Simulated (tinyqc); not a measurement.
Input admittance of a MOSFET at zero drain bias: distributed channel and distributed gate: input impedance against frequency.

Source and drain grounded, strong inversion, w = 2 pi f, Cox = eps0 eox/tox. The channel is an RC line of resistance 1/(mu Cox Vo) per square fed from both ends, so one finger has the intrinsic admittance y = i w Cox L tanh(g)/g per width, g = (1/2) sqrt(i w tau), tau = L^2/(mu Vo). The vertical resistance rv/L is in series with y, the overlaps 2 i w Cov in parallel: y_t = 1/(1/y + rv/L) + 2 i w Cov. The gate strip is a line of Rsh/L per length loaded by y_t, so a finger has Y = y_t Wf tanh(k)/k, k = (Wf/sd) sqrt(y_t Rsh/L); the device has Nf Y.

Low-frequency limits, with c = Cox L and ct = c + 2 Cov: R_strip = Rsh Wf/(3 sd^2 L Nf), R_ch = (c/ct)^2 L/(12 mu Cox Vo Wf Nf), R_vert = (c/ct)^2 rv/(L Wf Nf), C = ct Wf Nf. Z = 1/(Nf Y) = R + 1/(i w C), Q = |Im Z|/R, far-point signal |1/cosh k|.

Values chosen for this exercise; values of the order met in silicon radio-frequency transistors: relative permittivity of the gate insulator (close to silicon dioxide) eox = 3.9; insulator thickness tox = 2.4 nm; channel length L = 0.072 um; finger width Wf = 14 um; number of fingers Nf = 32; channel mobility mu = 230 cm^2/(V s); gate overdrive Vo = 0.65 V; sheet resistance of the gate Rsh = 21 ohm/square; vertical resistivity of the gate stack rv = 6 ohm um^2; number of ends at which a finger is contacted sd = 2; overlap and fringe capacitance on each side Cov = 0.29 fF/um.

Constants: eps0 = 8.8541878128e-14 F/cm where lengths are in cm. Results are converted to the units shown.

The same in every row: low-frequency R (ohm) = 10.736.

Results:
```
f (GHz)      w tau      |k|  R (ohm)  C (fF)        Q  signal at the far point
0.08     1.7430e-4  0.10774   10.736  723.94   255.98                  0.99999
0.2      4.3575e-4  0.17036   10.736  723.93   102.39                  0.99993
0.6      0.0013072  0.29507   10.735  723.82   34.137                  0.99936
4        0.0087149  0.76186   10.712  718.58   5.1690                  0.97253
10        0.021787   1.2046   10.592  692.22   2.1707                  0.85753
30        0.065362   2.0862   9.6364  534.64   1.0297                  0.47668
80         0.17430   3.4046   6.8442  310.75  0.93538                  0.17229
200        0.43575   5.3625   4.3947  198.28  0.91321                 0.038046
```

Estimate the missing row, f = 2 GHz.

Computed row:
```
f (GHz)      w tau      |k|  R (ohm)  C (fF)       Q  signal at the far point
2        0.0043575  0.53871   10.730  722.59  10.264                  0.99292
```

With this row back in the table: R falls from 10.7 to 4.39 ohm and C falls from 724 to 198 fF. Q goes as f^(-1.00) between the first two rows and f^(-0.03) between the last two, where w tau = 0.436 and |k| = 5.36. The low-frequency limits hold both R and C within 5 % up to f = 10 GHz among the rows.

tinyqc, about 0.01 s, one thread, Intel Xeon 2.30GHz (shared host): `OMP_NUM_THREADS=1 python tinyqc.py 2262029 2262030 out.jsonl`
